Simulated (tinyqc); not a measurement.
Global model of a low-pressure process discharge: electron temperature, density, ion flux and ion energy: one step, computed by the program tinyqc. Command: `OMP_NUM_THREADS=1 python tinyqc.py 3110419 3110420 out.jsonl plasma walk`. One thread of a shared host (Intel(R) Xeon(R) Processor @ 2.30GHz), about 0.01 s of CPU time with the checks.

Maxwellian electrons with temperature T_e in eV, one positive ion, no negative ions, uniform bulk density n; rate constants have the Arrhenius form.

Problem. Biased electrode. All bias power goes to ions: V_b = P_b/(J pi r^2). Debye length at the sheath edge lambda_D = sqrt(eps_0 T_e/(e h_L n)); Child-law sheath s = (sqrt2/3) lambda_D (2 V/T_e)^(3/4), V = V_b + V_s; ion transit time tau_i = 3 s sqrt(M/(2 e V)); collisions in the sheath s/lambda_i.

Inputs (values chosen for the exercise, of the order of those of an inductive discharge in a simple atomic gas):

| quantity | value | unit |
|---|---|---|
| ion mass M | 40 | u |
| gas temperature T_g | 400 | K |
| bias power P_b | 69 | W |
| radius of the biased electrode | 5 | cm |
| bias frequency | 13.56 | MHz |

ion current density J = 10.71312 mA/cm^2

T_e = 2.155709 eV

h_L = 0.2787987

plasma density n = 1.051766e+12 1/cm^3

wall potential V_s = 10.08783 V

ion mean free path = 1.304653 cm

Constants: eps_0 = 8.8541878128e-12 F/m; e = 1.602176634e-19 C; u = 1.6605390666e-27 kg.

Give: bias voltage V_b; lambda_D; sheath width s; ion transit time; transit time over bias period; s/lambda_i.

Solution.

bias voltage V_b = 82.01 V

lambda_D = 20.16 micrometre

sheath width s = 0.2670 mm

ion transit time = 38.01 ns

transit time over bias period = 0.5154

s/lambda_i = 0.02047

The sheath is nearly free of collisions.
